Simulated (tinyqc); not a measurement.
Schottky diode by the thermionic emission-diffusion theory: effect of the mobility.

Metal on an n-type semiconductor with one parabolic valley; V > 0 is forward bias (metal positive). The band bends as a parabola over the depletion layer, by Vd = Vbi - V; no image force. Carriers drift and diffuse up to the interface and leave it with the velocity vR.

A* = 4 pi q me m0 kB^2/h^3 (times 1e-4 for A/(cm^2 K^2)); Nc = 2 (2 pi me m0 kB T/h^2)^1.5 (times 1e-6 for cm^-3); Vbi = phi - Vt ln(Nc/Nd); vR = A* T^2/(q Nc). LD = sqrt(eps0 eps_r Vt/(q Nd)), a = sqrt((Vbi - V)/Vt), D(a) = exp(-a^2) int_0^a exp(s^2) ds (Dawson), vD = mun Vt/(sqrt(2) LD D(a)). J = q Nc [vR vD/(vR + vD)] exp(-phi/Vt) [exp(V/Vt) - 1].

Parameters, values chosen for the exercise; band and dielectric values close to those of silicon:

| symbol | value | unit | meaning |
|---|---|---|---|
| T | 200 | K | temperature |
| me | 0.263 | m0 | electron mass |
| eps_r | 11.5 |  | relative permittivity |
| phi | 0.77 | eV | barrier height seen from the metal |
| Nd | 4.3e15 | cm^-3 | donor density |
| V | 0.078 | V | bias |

Constants: q = 1.602176634e-19 C, kB = 1.380649e-23 J/K, h = 6.62607015e-34 J s, m0 = 9.1093837015e-31 kg, Vt = kB T/q, eps0 = 8.8541878128e-14 F/cm where lengths are in cm. Results are converted to the units shown.

The same in every row: vR (cm/s) = 4.283e6.

Effect of the mobility:

| mun (cm^2/(V s)) | vD (cm/s) | vD/(vR + vD) | J (A/cm^2) |
|---|---|---|---|
| 1.2 | 3.332e4 | 0.007721 | 3.525e-14 |
| 4.4 | 1.222e5 | 0.02774 | 1.266e-13 |
| 16 | 4.443e5 | 0.09399 | 4.291e-13 |
| 57 | 1.583e6 | 0.2699 | 1.232e-12 |
| 210 | 5.832e6 | 0.5766 | 2.632e-12 |
| 750 | 2.083e7 | 0.8294 | 3.787e-12 |
| 2700 | 7.498e7 | 0.9460 | 4.319e-12 |
| 9800 | 2.722e8 | 0.9845 | 4.495e-12 |

J rises from 3.52e-14 to 4.49e-12 A/cm^2, as mun^(0.98) between the first two rows and mun^(0.03) between the last two. vD equals vR at mun = 154 cm^2/(V s): below that diffusion limits the current, above it emission. In 2 of the 8 rows vD exceeds 3e7 cm/s, beyond usual saturation velocities, since the low-field mobility is used at the surface field.

Range of the model: One isotropic valley is assumed; bands with several valleys have a larger Richardson constant and Nc.

Numbers from tinyqc (`OMP_NUM_THREADS=1 python tinyqc.py 2640022 2640023 out.jsonl`; about 0.01 s on one thread of a shared Intel Xeon 2.30GHz).
